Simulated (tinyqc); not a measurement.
Interpolating the pair or each band alone: Wannier functions of a composite (isolated) pair of valence bands (bonds of an sp chain).

Each atom has a hybrid pointing left (<) and right (>). H(k): diagonal +V3 on A, -V3 on B; <A<|A>> = -V1a, <B<|B>> = -V1b, <A>|B<> = -V2, <B>|A<> = -V2p exp(ik); k in 1/a, Bloch sums with exp(ikR). The two lowest bands are filled. Trial functions in cell 0: g1 = cos(c) A> + sin(c) B<, and g2 = sin(c) B> + cos(c) A< of cell 1, whose Bloch vector has cos(c) exp(-ik) on A<. Projection A_mn = <psi_m|g_n>, S = A^+ A, Loewdin U = A S^(-1/2), Bloch-like states w_n = sum_m psi_m U_mn, H_W(k) = U^+ diag(E) U. P = sum_m |psi_m><psi_m| is free of phase choices, and S = g^+ P g, w = P g S^(-1/2).

Inputs chosen for the exercise: V2 = 4.77 eV (coupling in the bond A-B inside the cell); V2p = 4.62 eV (coupling in the bond to the next cell); V1a = 0.68 eV (coupling of the two hybrids on A); V1b = 1.11 eV (the same on B); V3 = 0.85 eV (A at +V3, B at -V3); c = 45 degrees (trial bonds cos(c) on A, sin(c) on B).

Largest error on 25 points from 0 to pi. Pair: diagonalise the Hermitian part of sum_R exp(ikR) H(R) over the N cells nearest the origin, with H(R) the mean of exp(-ikR) H_W(k) on the mesh k = 2 pi j/N. Alone: the cosine series of each sorted band on the same mesh.

Errors (meV):
```
N,pair,each band alone
3,2.57696,66.83618
4,0.32364,11.30860
5,0.03625,15.07626
6,0.00389,2.62844
10,0.00000,0.28723
14,0.00000,0.03046
```

Give the missing row, N = 8.

Computed row:
```
N     pair  each band alone
8  0.00007          0.89068
```

smallest spacing of the two filled bands = 0.7581 eV

At N = 6 the pair errs by 0.0039 meV and the single bands by 2.6; at N = 10, 1.4e-06 against 0.29. Both fall exponentially: the pair at a rate tied to the gap to the empty bands (7.76 eV), the single bands at a slower one tied to their own spacing (0.758 eV at the closest). Not every column falls at every step, since even meshes hold k = pi and odd ones do not.

Run: tinyqc, `OMP_NUM_THREADS=1 python tinyqc.py 1451101 1451102 out.jsonl`; Intel(R) Xeon(R) Processor @ 2.30GHz, one thread, shared host; about 0.3 s of CPU time with all checks.
